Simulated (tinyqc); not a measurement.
# Worked calculation: resistive crossbar, vector-matrix product with wire resistance

Program tinyqc, `OMP_NUM_THREADS=1 python tinyqc.py 2880107 2880108 out.jsonl`; Intel Xeon 2.30GHz, shared host, one thread, about 0.01 s. Printed values are rounded.

3 rows and 2 columns. Cell (i, j) joins row node wij to column node bij. Each row is driven at its left end through one wire segment rw; neighbouring nodes along a row or a column are joined by rw; each column ends below the last row in one more rw and a virtual ground, where its current is read. Ideal output: I_j = sum_i V_i G_ij.

Parameters, values chosen for the exercise:

| symbol | value | unit | meaning |
|---|---|---|---|
| rw | 100 | ohm | wire resistance between neighbouring cells |
| V | [0.29, 0.37, 0.19] | V | input voltages of the rows |

## The nodal equations

cell conductances G (uS):
```
       column 1  column 2
row 1       5.3        17
row 2       6.9        58
row 3        19        68
```

Kirchhoff current law at every node, A x = b: A holds the sum of the conductances at a node on the diagonal and minus the conductance between two nodes off it (wire conductance 1/rw); b = V_i/rw at the first node of row i.

A (uS):
```
         w11      w12      w21      w22      w31      w32      b11      b12
w11  20005.3   -10000        0        0        0        0     -5.3        0
w12   -10000  10017.0        0        0        0        0        0      -17
w21        0        0  20006.9   -10000        0        0        0        0
w22        0        0   -10000  10058.0        0        0        0        0
w31        0        0        0        0  20019.0   -10000        0        0
w32        0        0        0        0   -10000  10068.0        0        0
b11     -5.3        0        0        0        0        0  10005.3        0
b12        0      -17        0        0        0        0        0  10017.0
b21        0        0     -6.9        0        0        0   -10000        0
b22        0        0        0      -58        0        0        0   -10000
b31        0        0        0        0      -19        0        0        0
b32        0        0        0        0        0      -68        0        0

         b21      b22      b31      b32
w11        0        0        0        0
w12        0        0        0        0
w21     -6.9        0        0        0
w22        0      -58        0        0
w31        0        0      -19        0
w32        0        0        0      -68
b11   -10000        0        0        0
b12        0   -10000        0        0
b21  20006.9        0   -10000        0
b22        0  20058.0        0   -10000
b31   -10000        0  20019.0        0
b32        0   -10000        0  20068.0
```

b (uA): w11 2900, w12 0, w21 3700, w22 0, w31 1900, w32 0, b11 0, b12 0, b21 0, b22 0, b31 0, b32 0

## Node voltages and column currents

Solve A x = b; I_j = b3j/rw.

row nodes (mV): w11 289.368, w12 288.888, w21 367.664, w22 365.580, w31 188.397, w32 187.150
column nodes (mV): b11 1.32027, b12 6.85191, b21 1.16760, b22 6.37245, b31 0.762054, b32 3.80958
column currents (uA): column 1 7.62054, column 2 38.0958

## Error against the ideal product

Ideal I_j = sum_i V_i G_ij; error = I/ideal - 1.

ideal currents (uA): column 1 7.7, column 2 39.31
error (%): column 1 -1.032, column 2 -3.089

The largest error is in column 2. All currents fall short, since the wires take part of the voltage.
